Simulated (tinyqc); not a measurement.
Biaxially strained (001) channel, valley splitting in an inversion layer: two steps of the calculation.

A thin layer grown on a relaxed buffer is stretched in the plane. The two valleys with their long axis along the growth direction (D2) sink against the four in-plane ones (D4); confinement in a triangular well splits them too. Only the lowest subband of each set is kept; one relaxation time, so the weakening of intervalley scattering is left out.

Values chosen for this exercise; values close to those of silicon on relaxed silicon-germanium:
```
symbol   value  unit                                meaning
x         0.27        germanium share of the relaxed buffer
b1      0.0418                  lattice mismatch per unit x
c11        162   GPa                       elastic constant
c12       63.7   GPa                       elastic constant
Xu        9.14    eV            shear deformation potential
bv       0.384    nm                         Burgers vector
```

Problem 1. Strain, stress and splitting. e_par = b1 x, e_perp = -2 (c12/c11) e_par, splitting D = Xu (e_par - e_perp), in-plane stress (c11 + c12 - 2 c12^2/c11) e_par.

Give: e_par; e_perp; D; stress.

Solution 1.

e_par = 1.129 %
e_perp = -0.8876 %
D = 184.3 meV
stress = 1.982 GPa

Problem 2. Critical thickness by substitution. Critical thickness (Matthews-Blakeslee, 60-degree dislocations): h = bv (1 - nu/4)[ln(h/bv) + 1]/(4 pi e_par (1 + nu)), nu = c12/(c11 + c12). The right side gives h(new); e_par = b1 x.

h at the start = 10 nm

Wanted: h after iteration 1.

Solution 2.

h after iteration 1 = 8.360 nm

Computed by the program tinyqc: `OMP_NUM_THREADS=1 python tinyqc.py 2530173 2530174 out.jsonl`, one thread of a shared Intel Xeon 2.30GHz, about 0.02 s for the whole run.
